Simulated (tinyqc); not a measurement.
Heavy doping: band filling, gap narrowing, band tails and the effective intrinsic density: one step, computed by the program tinyqc. Command: `OMP_NUM_THREADS=1 python tinyqc.py 3022872 3022873 out.jsonl gapnarrow walk`. One thread of a shared host (Intel(R) Xeon(R) Processor @ 2.30GHz), about 0.02 s of CPU time with the checks.

An n-type crystal above its Mott density, with all dopants ionised: n = N_D - N_A, ionised centres N_I = N_D + N_A. Valleys are taken as spherical with mass m_e.

Problem. Band filling. n = M_c (1/(2 pi^2)) (m_e/(hbar^2/2m_0))^(3/2) int sqrt(E) f dE, f = 1/(1 + exp((E - E_F)/k_B T)); trapezoid rule in t = sqrt(E/k_B T), step 0.02 up to 12; E_F by bisection from the band edge. At T = 0, E_F = (hbar^2/2m_0) k_F^2/m_e; dn/dE_F uses f (1 - f)/k_B T in place of f.

Inputs (values chosen for the exercise, modelled on silicon):
```
quantity,value,unit
gap E_g,1.11,eV
electron mass m_e,0.318,m_0
valleys M_c,6,-
temperature T,300,K
```

Conduction band: parabolic.

n = 1.80e+20 cm^-3

k_F = 0.09612745 1/angstrom

Constants: k_B = 8.617333262e-05 eV/K; hbar^2/(2 m_0) = 3.80998212 eV angstrom^2.

Give: E_F above the band edge; E_F at T = 0; E_F/k_B T; dn/dE_F.

Solution.

E_F above the band edge = 105.2 meV

E_F at T = 0 = 110.7 meV

E_F/k_B T = 4.071

dn/dE_F = 2.305e+21 cm^-3/eV
